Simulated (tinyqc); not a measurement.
Worked calculation: CIS on RHF in the sto-3g basis, frozen core, for BeH2, spin multiplicity 1. One step of it, computed by the program tinyqc.

Task: CIS matrix, singlets. A(ia,jb) = (e_a - e_i) d_ij d_ab + 2 (ia|jb) - (ij|ab).

orbital energies (hartree): MO1 -4.519569, MO2 -0.457874, MO3 -0.421815, MO4 0.211791, MO5 0.211800, MO6 0.462358, MO7 0.947044

Two-electron integrals over orbitals (pq|rs), unique and non-zero (hartree); the lowest 1 orbital is frozen and left out:
```
p,q,r,s,(pq|rs)
2,2,2,2,0.398694
3,2,3,2,0.164458
3,3,2,2,0.412037
3,3,3,3,0.435199
4,2,2,2,0.000470
4,2,3,3,0.000448
4,2,4,2,0.049450
4,3,3,2,0.000488
4,3,4,3,0.014677
4,4,2,2,0.369322
4,4,3,3,0.356711
4,4,4,2,-0.001053
4,4,4,4,0.449866
5,2,5,2,0.049451
5,3,5,3,0.014674
5,4,5,2,-0.000374
5,4,5,4,0.024252
5,5,2,2,0.369326
5,5,3,3,0.356713
5,5,4,2,-0.000304
5,5,4,4,0.401359
5,5,5,5,0.449859
6,2,2,2,-0.024745
6,2,3,3,-0.047719
6,2,4,2,-0.000110
6,2,4,4,0.052170
6,2,5,5,0.052179
6,2,6,2,0.077681
6,3,3,2,-0.094739
6,3,4,3,-0.000399
6,3,6,3,0.083451
6,4,2,2,0.000186
6,4,3,3,-0.000086
6,4,4,2,0.047417
6,4,4,4,-0.000295
6,4,5,5,0.000231
6,4,6,2,0.000846
6,4,6,4,0.050900
6,5,5,2,0.047427
6,5,5,4,-0.000263
6,5,6,5,0.050909
6,6,2,2,0.397104
6,6,3,3,0.408135
6,6,4,2,0.001099
6,6,4,4,0.367461
6,6,5,5,0.367473
6,6,6,2,-0.034959
6,6,6,4,0.000729
6,6,6,6,0.411898
7,2,3,2,-0.044339
7,2,4,3,-0.000475
7,2,6,3,0.061213
7,2,7,2,0.056589
7,3,2,2,-0.005884
7,3,3,3,-0.021130
7,3,4,2,-0.000688
7,3,4,4,0.059171
7,3,5,5,0.059171
7,3,6,2,0.072999
7,3,6,4,0.000285
7,3,6,6,-0.026449
7,3,7,3,0.082399
7,4,3,2,-0.001172
7,4,4,3,0.013768
7,4,6,3,0.000690
7,4,7,2,0.000175
7,4,7,4,0.016549
7,5,5,3,0.013771
7,5,7,5,0.016539
7,6,3,2,0.142837
7,6,4,3,0.000558
7,6,6,3,-0.095426
7,6,7,2,-0.055790
7,6,7,4,-0.001017
7,6,7,6,0.140749
7,7,2,2,0.428402
7,7,3,3,0.447185
7,7,4,2,0.000090
7,7,4,4,0.391241
7,7,5,5,0.391238
7,7,6,2,-0.036778
7,7,6,4,-0.000313
7,7,6,6,0.436154
7,7,7,3,-0.011180
7,7,7,7,0.489171
```

Give: CIS matrix A, singlet.

Result:

CIS matrix A, singlet (hartree):
```
,2>4,2>5,2>6,2>7,3>4,3>5,3>6,3>7
2>4,0.399,0.000,0.000,0.000,0.000,0.000,0.000,0.000
2>5,0.000,0.399,0.000,0.000,0.000,0.000,0.000,0.000
2>6,0.000,0.000,0.678,0.000,0.000,0.000,0.000,0.003
2>7,0.000,0.000,0.000,1.090,0.000,0.000,-0.020,0.000
3>4,0.000,0.000,0.000,0.000,0.306,0.000,-0.001,0.000
3>5,0.000,0.000,0.000,0.000,0.000,0.306,0.000,0.000
3>6,0.000,0.000,0.000,-0.020,-0.001,0.000,0.643,0.000
3>7,0.000,0.000,0.003,0.000,0.000,0.000,0.000,1.086
```
